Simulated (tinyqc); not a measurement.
## Channel mobility from two channel lengths

Problem. Two power MOSFETs differ only in channel length: R_on = R_rest + Lc (Wp + a)/(2 mch Cox Vov), Cox = 3.9 eps0/tox. Find mch and R_rest.

Values chosen for this exercise: gate oxide thickness (eps_r 3.9) tox = 48 nm; gate overdrive Vov = 5 V; width of the p body in one cell, channels included Wp = 2.4 um; gap between neighbouring p bodies a = 2.3 um.

Constants: eps0 = 8.8541878128e-14 F/cm where lengths are in cm. Results are converted to the units shown.

R_on at Lc = 0.28 and 0.81 um (mohm cm^2): [3.6571655, 3.7653716]

Answer. R_on is a straight line in Lc; its slope gives mch and its intercept the rest.

mch = 320.0 cm^2/(V s)
R_rest = 3.600 mohm cm^2

Computed by the program tinyqc: `OMP_NUM_THREADS=1 python tinyqc.py 2230135 2230136 out.jsonl`, one thread of a shared Intel Xeon 2.30GHz, about 0.01 s for the whole run.
